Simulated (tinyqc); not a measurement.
Graded p-n junction, non-linear Poisson equation by Newton steps: one step of the calculation.

One dimension, p side on the left, n side on the right; net doping C = (Nd - Na)/2 + ((Nd + Na)/2) tanh(x/Lg). The potential psi is counted from the intrinsic level, and the quasi-Fermi potentials are flat: 0 for holes and -V for electrons, so n = ni exp((psi + V)/Vt) and p = ni exp(-psi/Vt) (Boltzmann statistics, full ionisation, no current). Under reverse bias this makes the minority densities vanishingly small everywhere; they play no part in the charge.

Task. Intrinsic density, end potentials and Debye lengths. ni = sqrt(Nc Nv) exp(-Eg/(2 Vt)), Eg in volts; psi_p = -Vt ln(Na/ni), psi_n = Vt ln(Nd/ni) - V; Debye length sqrt(eps0 eps_r Vt/(q N)).

Inputs (values chosen for the exercise); band and dielectric values those of a made-up semiconductor: temperature T = 350 K; band gap Eg = 1.07 eV; relative permittivity eps_r = 10.1; conduction-band density of states at T Nc = 6.04e17 cm^-3; valence-band density of states at T Nv = 1.06e19 cm^-3; acceptor density of the p side Na = 5.8e16 cm^-3; donor density of the n side Nd = 1.9e18 cm^-3; bias of the p side against the n side V = -7.5 V.

Constants: q = 1.602176634e-19 C, kB = 1.380649e-23 J/K, Vt = kB T/q, eps0 = 8.8541878128e-14 F/cm where lengths are in cm. Results are converted to the units shown.

Wanted: ni; psi_p; psi_n; Debye length, p side; Debye length, n side.

Result.

ni = 5.0062e10 cm^-3
psi_p = -0.42112 V
psi_n = 8.0264 V
Debye length, p side = 17.037 nm
Debye length, n side = 2.9766 nm

Range of the model: The donor density exceeds a fifth of the band density of states, where Boltzmann statistics begin to fail.

tinyqc, about 0.1 s, one thread, Intel Xeon 2.30GHz (shared host): `OMP_NUM_THREADS=1 python tinyqc.py 2000025 2000026 out.jsonl`
